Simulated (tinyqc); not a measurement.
Growth over eight decades: Cabrera-Mott growth of a thin oxide under its own electric field. Computed by tinyqc, a small Python program. Command: `OMP_NUM_THREADS=1 python tinyqc.py 3030879 3030880 out.jsonl cabrera walk`. One thread of a shared host (Intel(R) Xeon(R) Processor @ 2.30GHz), about 0.01 s of CPU time with the checks.

Electrons cross the film freely and set a fixed potential V across it; the field V/x lowers the barrier for ions entering the oxide.

Inputs (values chosen for the exercise, for a model metal):

| quantity | value | unit |
|---|---|---|
| barrier W | 1.52 | eV |
| Mott potential V | 1.4 | V |
| ion charge number z | 1 | - |
| half jump distance b | 2.1 | angstrom |
| prefactor u0 = N Omega nu | 1.9e+13 | angstrom/s |
| temperature T | 250 | K |
| starting thickness x0 | 5.4 | angstrom |

Backward hops: ignored.

Constants: k_B = 8.617333262e-05 eV/K.

Method:
- u = u0 exp(-W/(k_B T)), X1 = z b V/(k_B T) with V in volts and k_B T in eV; dx/dt = u exp(X1/x).
- t(x) = int_(x0)^x dx / (dx/dt) by Gauss-Legendre quadrature (80 points on each side of (x0 + 2 x)/3), solved for x.
- Closed form for thin films (leading term of the integral): x solves (x^2/(u X1)) exp(-X1/x) = t.

u = 4.33413e-18 angstrom/s

X1 = 136.469 angstrom

Thickness:

| t (s) | x (angstrom) | 1/x (1/angstrom) | closed form (angstrom) |
|---|---|---|---|
| 1.00e+00 | 5.4000 | 0.18519 | 3.6256 |
| 1.00e+01 | 5.4000 | 0.18519 | 3.8489 |
| 1.00e+02 | 5.4000 | 0.18518 | 4.1005 |
| 1.00e+03 | 5.4004 | 0.18517 | 4.3862 |
| 1.00e+04 | 5.4041 | 0.18505 | 4.7133 |
| 1.00e+05 | 5.4375 | 0.18391 | 5.0910 |
| 1.00e+06 | 5.6314 | 0.17757 | 5.5319 |
| 1.00e+07 | 6.0848 | 0.16434 | 6.0527 |
| 1.00e+08 | 6.7048 | 0.14915 | 6.6764 |

What follows from these numbers?

Per decade of time the film gains 3.7e-6 angstrom at first and 0.62 at the end. The inverse-logarithmic law predicts -X1 d(1/x)/d ln t near 1; the rows give 0.00 at first and 0.90 at the end. The closed form misses by at most 33 %, as it needs x well below X1 and above x0.

Extremes, crossings and ranges named in words are read from the listed rows.
